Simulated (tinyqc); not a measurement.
# Random telegraph noise from one oxide trap in a small MOSFET: what changes with what

An acceptor-like trap exchanges electrons with the channel. Inversion charge Q = Cox u, u = n Vt W0(exp((Vg - VT)/(n Vt))), W0 the Lambert function, n = nf, Cox = eps0 eox/tox; linear regime Id = (W/L) mu Q Vd. Relative to threshold the surface potential rises by Vt ln(u/u0) and the oxide voltage by the rest of Vg - VT, with u0 = n Vt W0(1).

Parameters, values chosen for the exercise; values of the order met in silicon transistors:
- T = 350 K (temperature)
- eox = 7.41 (relative permittivity of the gate insulator (close to silicon nitride))
- tox = 5.7 nm (insulator thickness)
- xt = 2.8 nm (depth of the trap from the channel interface)
- E0 = 0.28 eV (trap level above the channel Fermi level at threshold)
- s0 = 3e-15 cm^2 (capture prefactor)
- EB = 0.48 eV (capture barrier (lattice relaxation))
- lt = 0.15 nm (tunnelling decay length)
- vth = 2e7 cm/s (thermal velocity)
- zi = 1.7 nm (thickness of the inversion layer)
- VT = 0.53 V (threshold voltage)
- nf = 1.39 (body factor)
- W = 140 nm (gate width)
- L = 120 nm (gate length)
- mu = 370 cm^2/(V s) (mobility)
- asc = 2.2e-16 V s (scattering coefficient of the charged trap)
- Vd = 0.05 V (drain voltage)
- Vg = 1.06 V (gate voltage)

Constants: q = 1.602176634e-19 C, kB = 1.380649e-23 J/K, Vt = kB T/q, eps0 = 8.8541878128e-14 F/cm where lengths are in cm. Results are converted to the units shown.

Each table varies one quantity; the others keep the values above.

## Time constants and noise against gate voltage

N = Cox u/q; dpsi = Vt ln(u/u0); E = E0 - dpsi - (xt/tox)(Vg - VT - dpsi); capture time tc = 1/[(N/zi) vth s0 exp(-xt/lt - EB/Vt)]; emission time te = tc exp(-E/Vt); occupancy te/(tc + te). A = W L; threshold step dV = q (1 - xt/tox)/(Cox A); gm/Id = 1/(u + n Vt); relative step dI/I = (gm/Id) dV + asc mu/A. fc = (1/tc + 1/te)/(2 pi); rms = (dI/I) sqrt(tc te)/(tc + te).

Time constants and noise against gate voltage:
```
Vg (V)    E (eV)  tc (s)   te (s)  occupancy  dI/I (%)   fc (Hz)  rms dI/I (%)
0.77      0.1311    2298    29.74    0.01278    0.2392  0.005422       0.02686
0.83     0.09789    1798    70.05    0.03749    0.2041  0.002361       0.03878
0.89     0.06530    1468    168.5     0.1029    0.1793  0.001053       0.05447
0.95     0.03318    1236    411.3     0.2497    0.1609  5.158e-4       0.06963
1.01    0.001409    1064     1015     0.4883    0.1468  3.063e-4       0.07336
1.07    -0.03009   932.6     2529     0.7306    0.1357  2.336e-4       0.06020
1.13    -0.06136   829.1     6342     0.8844    0.1268  2.170e-4       0.04053
1.19    -0.09247   745.7  1.600e4     0.9555    0.1194  2.234e-4       0.02464
1.25     -0.1234   677.0  4.053e4     0.9836    0.1133  2.390e-4       0.01441
```

What does the comparison show?

tc falls from 2300 to 677 s as the channel fills and te rises from 29.7 to 40500 s; they are equal at Vg = 1.01 V, where E = 0. The rms noise goes from 0.0269 through a maximum of 0.0734 (at Vg = 1.01 V among the rows listed) to 0.0144 %. The slope -Vt d ln(tc/te)/dVg is 0.554 between the first two rows and 0.516 between the last two; it tends to xt/tox = 0.491 only when the surface potential stops moving.

## Effect of the gate length

Same model as above.

The same in every row: E (eV) = -0.024854; tc (s) = 952.28; te (s) = 2170.9; occupancy = 0.69509; fc (Hz) = 2.4044e-4.

Results:
```
L (nm)  dI/I (%)  rms dI/I (%)
15        1.0989       0.50590
25       0.65934       0.30354
41       0.40203       0.18508
110      0.14985      0.068986
180     0.091575      0.042158
300     0.054945      0.025295
500     0.032967      0.015177
```

Estimate the missing row, L = 67 nm.

Computed row:
```
L (nm)  dI/I (%)  rms dI/I (%)
67       0.24602       0.11326
```

With this row back in the table: As L goes from 15 to 500, tc stays at 952 s, te stays at 2170 s and dI/I falls from 1.10 to 0.0330 %. The step goes as 1/(W L), while the times do not depend on the size.

Range of the model: VT is taken as given; short-channel effects and the uneven flow of current among few electrons are left out.

tinyqc, about 0.01 s, one thread, Intel Xeon 2.30GHz (shared host): `OMP_NUM_THREADS=1 python tinyqc.py 2710127 2710128 out.jsonl`
